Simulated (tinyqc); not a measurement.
Worked calculation (part 2 of 2): RHF in the 6-31g basis, for H4, spin multiplicity 1. Computed by tinyqc, a small Python program that keeps every step (integrals from PySCF). Command: `OMP_NUM_THREADS=1 python tinyqc.py 23731 23732 out.jsonl` (the two numbers bound the seeds that draw the settings). One thread of a shared host (Intel(R) Xeon(R) Processor @ 2.60GHz), about 0.1 s of CPU time with the checks.

Geometry (angstrom):
```
atom         x         y         z
H     0.000000  0.000000  0.000000
H     0.000000  0.000000  0.826000
H     0.000000  0.000000  2.196000
H     0.000000  0.000000  3.022000
```

## Iteration 1: diagonalisation and new density

Fock matrix F (hartree), lower triangle:
```
           1H 1s      1H 2s      2H 1s      2H 2s      3H 1s      3H 2s      4H 1s      4H 2s
1H 1s   0.029736
1H 2s  -0.447520  -0.311162
2H 1s  -0.441267  -0.445145   0.005154
2H 2s  -0.435207  -0.364953  -0.482508  -0.390719
3H 1s  -0.037487  -0.118475  -0.179913  -0.270644   0.005154
3H 2s  -0.145513  -0.199656  -0.270644  -0.293348  -0.482508  -0.390719
4H 1s  -0.006912  -0.040385  -0.037487  -0.145513  -0.441267  -0.435207   0.029736
4H 2s  -0.040385  -0.093014  -0.118475  -0.199656  -0.445145  -0.364953  -0.447520  -0.311162
```

X, lower triangle:
```
           1H 1s      1H 2s      2H 1s      2H 2s      3H 1s      3H 2s      4H 1s     4H 2s
1H 1s   1.278672
1H 2s  -0.481082   2.111058
2H 1s  -0.133803   0.132019   1.299081
2H 2s   0.002197  -1.412359  -0.639195   3.021350
3H 1s  -0.011815  -0.013820   0.016415   0.096257   1.299081
3H 2s   0.103069   0.556995   0.096257  -1.486283  -0.639195   3.021350
4H 1s  -0.009263  -0.041685  -0.011815   0.103069  -0.133803   0.002197   1.278672
4H 2s  -0.041685  -0.215846  -0.013820   0.556995   0.132019  -1.412359  -0.481082  2.111058
```

D at the start, lower triangle:
```
           1H 1s      1H 2s      2H 1s     2H 2s      3H 1s      3H 2s     4H 1s     4H 2s
1H 1s   0.271476
1H 2s   0.304602   0.343385
2H 1s  -0.004644   0.011295   0.275726
2H 2s  -0.012487   0.003803   0.289740  0.306133
3H 1s  -0.007273   0.004452  -0.007253  0.000592   0.275726
3H 2s   0.010490   0.025529   0.000592  0.008280   0.289740   0.306133
4H 1s  -0.002888  -0.002450  -0.007273  0.010490  -0.004644  -0.012487  0.271476
4H 2s  -0.002450  -0.000303   0.004452  0.025529   0.011295   0.003803  0.304602  0.343385
```

overlap S, lower triangle:
```
          1H 1s     1H 2s     2H 1s     2H 2s     3H 1s     3H 2s     4H 1s     4H 2s
1H 1s  1.000000
1H 2s  0.658292  1.000000
2H 1s  0.381220  0.477888  1.000000
2H 2s  0.477888  0.821624  0.658292  1.000000
3H 1s  0.002707  0.068883  0.085598  0.272974  1.000000
3H 2s  0.068883  0.249400  0.272974  0.582466  0.658292  1.000000
4H 1s  0.000019  0.009258  0.002707  0.068883  0.381220  0.477888  1.000000
4H 2s  0.009258  0.072089  0.068883  0.249400  0.477888  0.821624  0.658292  1.000000
```

A level shift of 0.5 hartree raises the virtual space: F + shift (S - S D(s) S), with D(s) the density of one spin (D/2). Diagonalise F' = X^T F X, C = X C', fill 2 alpha and 2 beta electrons from the bottom; D = 2 C_occ C_occ^T. Each column has its largest component positive (the first on a tie).

F' = X^T F X (hartree), lower triangle:
```
           1          2          3          4          5          6          7         8
1   0.988546
2  -0.678301   0.635804
3  -0.423245  -0.138664   0.993916
4  -0.220371  -0.344069  -0.747641   0.828810
5   0.014277  -0.007748  -0.057846  -0.127175   0.993916
6   0.060719  -0.082279  -0.127175  -0.327293  -0.747641   0.828810
7  -0.022290  -0.028152   0.014277   0.060719  -0.423245  -0.220371   0.988546
8  -0.028152   0.005919  -0.007748  -0.082279  -0.138664  -0.344069  -0.678301  0.635804
```

orbital energies (hartree): MO1 -0.635560, MO2 -0.252877, MO3 0.531156, MO4 0.805715, MO5 1.304193, MO6 1.498232, MO7 1.797516, MO8 1.845776

coefficients C:
```
            MO1        MO2        MO3        MO4        MO5        MO6        MO7        MO8
1H 1s  0.174400   0.246485   0.198404  -0.005838   0.628941  -0.822476   0.448548  -0.702239
1H 2s  0.167105   0.271299   0.927492  -1.602560  -0.576327   0.160657  -1.444290   1.041656
2H 1s  0.218732   0.196301  -0.152227   0.242170   0.520148  -0.285087  -0.965754   0.829863
2H 2s  0.215510   0.223021  -0.738794   2.077785  -0.298797   1.219448   2.553449  -1.007685
3H 1s  0.218732  -0.196301  -0.152227  -0.242170   0.520148   0.285087   0.965754   0.829863
3H 2s  0.215510  -0.223021  -0.738794  -2.077785  -0.298797  -1.219448  -2.553449  -1.007685
4H 1s  0.174400  -0.246485   0.198404   0.005838   0.628941   0.822476  -0.448548  -0.702239
4H 2s  0.167105  -0.271299   0.927492   1.602560  -0.576327  -0.160657   1.444290   1.041656
```

D after iteration 1, lower triangle:
```
           1H 1s      1H 2s      2H 1s      2H 2s     3H 1s     3H 2s     4H 1s     4H 2s
1H 1s   0.182340
1H 2s   0.192028   0.203055
2H 1s   0.173064   0.179615   0.172756
2H 2s   0.185113   0.193037   0.181836   0.192366
3H 1s  -0.020476  -0.033410   0.018620   0.006720  0.172756
3H 2s  -0.034772  -0.048985   0.006720  -0.006587  0.181836  0.192366
4H 1s  -0.060678  -0.075456  -0.020476  -0.034772  0.173064  0.185113  0.182340
4H 2s  -0.075456  -0.091359  -0.033410  -0.048985  0.179615  0.193037  0.192028  0.203055
```

## Iteration 2: building the Fock matrix

core Hamiltonian H = T + V (hartree), lower triangle:
```
           1H 1s      1H 2s      2H 1s      2H 2s      3H 1s      3H 2s      4H 1s      4H 2s
1H 1s  -1.308975
1H 2s  -1.160188  -1.320955
2H 1s  -0.873866  -0.987584  -1.520118
2H 2s  -0.925786  -1.224088  -1.298952  -1.517592
3H 1s  -0.013594  -0.165521  -0.242616  -0.577684  -1.520118
3H 2s  -0.172709  -0.436693  -0.577684  -0.940260  -1.298952  -1.517592
4H 1s  -0.000154  -0.027999  -0.013594  -0.172709  -0.873866  -0.925786  -1.308975
4H 2s  -0.027999  -0.140664  -0.165521  -0.436693  -0.987584  -1.224088  -1.160188  -1.320955
```

nuclear repulsion = 2.32461623 hartree

Given earlier and not repeated: Two-electron integrals (ij|kl) in chemists' order.

J_ij = sum D_kl (ij|kl), K_ij = sum D_kl (ik|jl); F = H + J - 0.5 K; E = tr D H + tr D J / 2 - 0.25 tr D K + E_nn.

Coulomb J (hartree), lower triangle:
```
          1H 1s     1H 2s     2H 1s     2H 2s     3H 1s     3H 2s     4H 1s     4H 2s
1H 1s  1.819342
1H 2s  1.103569  1.391144
2H 1s  0.744562  0.886117  1.997332
2H 2s  0.833460  1.233141  1.221293  1.557355
3H 1s  0.005128  0.124905  0.159528  0.500104  1.997332
3H 2s  0.124986  0.392144  0.500104  0.919200  1.221293  1.557355
4H 1s  0.000036  0.016963  0.005128  0.124986  0.744562  0.833460  1.819342
4H 2s  0.016963  0.113765  0.124905  0.392144  0.886117  1.233141  1.103569  1.391144
```

exchange K (hartree), lower triangle:
```
           1H 1s     1H 2s     2H 1s     2H 2s     3H 1s     3H 2s     4H 1s     4H 2s
1H 1s   1.013754
1H 2s   0.858551  0.837756
2H 1s   0.761755  0.788571  1.001061
2H 2s   0.776046  0.816643  0.869729  0.906853
3H 1s   0.026283  0.111741  0.151982  0.348689  1.001061
3H 2s   0.183954  0.279802  0.348689  0.517202  0.869729  0.906853
4H 1s  -0.035942  0.012135  0.026283  0.183954  0.761755  0.776046  1.013754
4H 2s   0.012135  0.079417  0.111741  0.279802  0.788571  0.816643  0.858551  0.837756
```

Fock matrix F (hartree), lower triangle:
```
           1H 1s      1H 2s      2H 1s      2H 2s      3H 1s      3H 2s      4H 1s      4H 2s
1H 1s   0.003490
1H 2s  -0.485895  -0.348689
2H 1s  -0.510182  -0.495752  -0.023316
2H 2s  -0.480349  -0.399268  -0.512523  -0.413664
3H 1s  -0.021608  -0.096486  -0.159079  -0.251924  -0.023316
3H 2s  -0.139700  -0.184450  -0.251924  -0.279661  -0.512523  -0.413664
4H 1s   0.017853  -0.017104  -0.021608  -0.139700  -0.510182  -0.480349   0.003490
4H 2s  -0.017104  -0.066607  -0.096486  -0.184450  -0.495752  -0.399268  -0.485895  -0.348689
```

total energy of this density = -2.22520710 hartree

## Iteration 2: diagonalisation and new density

As before.

F' = X^T F X (hartree), lower triangle:
```
           1          2          3          4          5          6          7         8
1   1.002489
2  -0.693599   0.619380
3  -0.530625  -0.202993   1.003685
4  -0.279302  -0.380720  -0.758546   0.819375
5   0.031947   0.019738  -0.042537  -0.093121   1.003685
6   0.075680  -0.050905  -0.093121  -0.289336  -0.758546   0.819375
7   0.023980   0.018569   0.031947   0.075680  -0.530625  -0.279302   1.002489
8   0.018569   0.059577   0.019738  -0.050905  -0.202993  -0.380720  -0.693599  0.619380
```

orbital energies (hartree): MO1 -0.652402, MO2 -0.524357, MO3 0.666451, MO4 0.865309, MO5 1.302073, MO6 1.512201, MO7 1.840092, MO8 1.880490

coefficients C:
```
            MO1        MO2        MO3        MO4        MO5        MO6        MO7        MO8
1H 1s  0.187548   0.244504   0.150725   0.046464   0.612562  -0.784049   0.511642  -0.724818
1H 2s  0.158111   0.242738   0.989414  -1.680413  -0.541956  -0.018805  -1.367670   1.003847
2H 1s  0.229312   0.205303  -0.118202   0.203989   0.531298  -0.350893  -0.950920   0.825476
2H 2s  0.206938   0.257190  -0.785447   2.136250  -0.336855   1.500132   2.343925  -0.961119
3H 1s  0.229312  -0.205303  -0.118202  -0.203989   0.531298   0.350893   0.950920   0.825476
3H 2s  0.206938  -0.257190  -0.785447  -2.136250  -0.336855  -1.500132  -2.343925  -0.961119
4H 1s  0.187548  -0.244504   0.150725  -0.046464   0.612562   0.784049  -0.511642  -0.724818
4H 2s  0.158111  -0.242738   0.989414   1.680413  -0.541956   0.018805   1.367670   1.003847
```

D after iteration 2, lower triangle:
```
           1H 1s      1H 2s      2H 1s      2H 2s     3H 1s     3H 2s     4H 1s     4H 2s
1H 1s   0.189912
1H 2s   0.178007   0.167841
2H 1s   0.186409   0.172183   0.189467
2H 2s   0.203389   0.190298   0.200511   0.217940
3H 1s  -0.014381  -0.027156   0.020870  -0.010697  0.189467
3H 2s  -0.048147  -0.059421  -0.010697  -0.046647  0.200511  0.217940
4H 1s  -0.049216  -0.059394  -0.014381  -0.048147  0.186409  0.203389  0.189912
4H 2s  -0.059394  -0.067845  -0.027156  -0.059421  0.172183  0.190298  0.178007  0.167841
```

## Iteration 17 (converged): orbitals

converged F (hartree), lower triangle:
```
           1H 1s      1H 2s      2H 1s      2H 2s      3H 1s      3H 2s      4H 1s      4H 2s
1H 1s   0.012460
1H 2s  -0.478952  -0.336563
2H 1s  -0.512635  -0.491519  -0.011356
2H 2s  -0.477136  -0.387383  -0.503903  -0.396843
3H 1s  -0.021731  -0.092607  -0.152996  -0.243212  -0.011356
3H 2s  -0.140160  -0.178027  -0.243212  -0.265646  -0.503903  -0.396843
4H 1s   0.014706  -0.019019  -0.021731  -0.140160  -0.512635  -0.477136   0.012460
4H 2s  -0.019019  -0.064985  -0.092607  -0.178027  -0.491519  -0.387383  -0.478952  -0.336563
```

Diagonalise F' = X^T F X, C = X C', fill 2 alpha and 2 beta electrons from the bottom; D = 2 C_occ C_occ^T. Each column has its largest component positive (the first on a tie).

F' = X^T F X (hartree), lower triangle:
```
           1          2          3          4          5          6          7         8
1   0.626079
2  -0.563353   0.271323
3  -0.430630  -0.079825   0.625476
4  -0.164972  -0.243599  -0.642083   0.467062
5   0.020094   0.014616  -0.027810  -0.058754   0.625476
6   0.079664  -0.036939  -0.058754  -0.231226  -0.642083   0.467062
7  -0.013173  -0.015771   0.020094   0.079664  -0.430630  -0.164972   0.626079
8  -0.015771   0.030057   0.014616  -0.036939  -0.079825  -0.243599  -0.563353  0.271323
```

orbital energies (hartree): MO1 -0.639817, MO2 -0.517442, MO3 0.179803, MO4 0.370844, MO5 0.811432, MO6 1.021455, MO7 1.357236, MO8 1.396369

coefficients C:
```
            MO1        MO2        MO3        MO4        MO5        MO6        MO7        MO8
1H 1s  0.197190   0.243956   0.142736   0.047311   0.615756  -0.785061   0.510272  -0.721161
1H 2s  0.158487   0.211086   0.995603  -1.694593  -0.546403  -0.021051  -1.355337   0.995221
2H 1s  0.233736   0.211002  -0.118133   0.194012   0.522330  -0.348623  -0.952594   0.829956
2H 2s  0.197445   0.297049  -0.790641   2.142922  -0.336203   1.501438   2.332256  -0.959083
3H 1s  0.233736  -0.211002  -0.118133  -0.194012   0.522330   0.348623   0.952594   0.829956
3H 2s  0.197445  -0.297049  -0.790641  -2.142922  -0.336203  -1.501438  -2.332256  -0.959083
4H 1s  0.197190  -0.243956   0.142736  -0.047311   0.615756   0.785061  -0.510272  -0.721161
4H 2s  0.158487  -0.211086   0.995603   1.694593  -0.546403   0.021051   1.355337   0.995221
```

D after iteration 17, lower triangle:
```
           1H 1s      1H 2s      2H 1s      2H 2s     3H 1s     3H 2s     4H 1s     4H 2s
1H 1s   0.196797
1H 2s   0.165496   0.139351
2H 1s   0.195131   0.163168   0.198309
2H 2s   0.222802   0.187991   0.217656   0.254445
3H 1s  -0.010770  -0.014991   0.020221  -0.033056  0.198309
3H 2s  -0.067066  -0.062821  -0.033056  -0.098508  0.217656  0.254445
4H 1s  -0.041261  -0.040487  -0.010770  -0.067066  0.195131  0.222802  0.196797
4H 2s  -0.040487  -0.038879  -0.014991  -0.062821  0.163168  0.187991  0.165496  0.139351
```

## Convergence

Stop when the energy changes by less than 1e-10 hartree and every element of the error matrix X^T (F D S - S D F) X is below 3e-06.

Course of the cycle:
```
iteration  E (hartree)     change  largest element of the error matrix
1          -1.64369031          -                             1.12e-01
2          -2.22520710  -5.82e-01                             3.89e-02
3          -2.22951144  -4.30e-03                             1.46e-02
4          -2.23030236  -7.91e-04                             6.53e-03
5          -2.23047242  -1.70e-04                             3.14e-03
6          -2.23051373  -4.13e-05                             1.55e-03
7          -2.23052462  -1.09e-05                             8.22e-04
8          -2.23052764  -3.01e-06                             4.53e-04
9          -2.23052849  -8.59e-07                             2.48e-04
10         -2.23052874  -2.49e-07                             1.36e-04
11         -2.23052882  -7.27e-08                             7.40e-05
12         -2.23052884  -2.14e-08                             4.05e-05
13         -2.23052884  -6.32e-09                             2.21e-05
14         -2.23052885  -1.87e-09                             1.21e-05
15         -2.23052885  -5.56e-10                             6.59e-06
16         -2.23052885  -1.65e-10                             3.59e-06
17         -2.23052885  -4.91e-11                             1.96e-06
```

PySCF RHF in the same basis = -2.23052885 hartree

Converged in 17 iterations.

## Populations, bond orders and dipole

Mulliken: Z minus the diagonal of D S on the atom; Loewdin: the same with S^(1/2) D S^(1/2); Mayer order: 2 sum_s sum (D(s) S)_ij (D(s) S)_ji over the two atoms.

Charges (e):
```
atom   Mulliken    Loewdin
1H     0.057570  -0.002327
2H    -0.057570   0.002327
3H    -0.057570   0.002327
4H     0.057570  -0.002327
```

Mayer bond orders:
```
pair      order
2-1    1.002124
3-1   -0.025394
3-2   -0.010494
4-1    0.018358
4-2   -0.025394
4-3    1.002124
```

dipole moment about the origin, x y z (debye): 0.000000  0.000000  0.000000
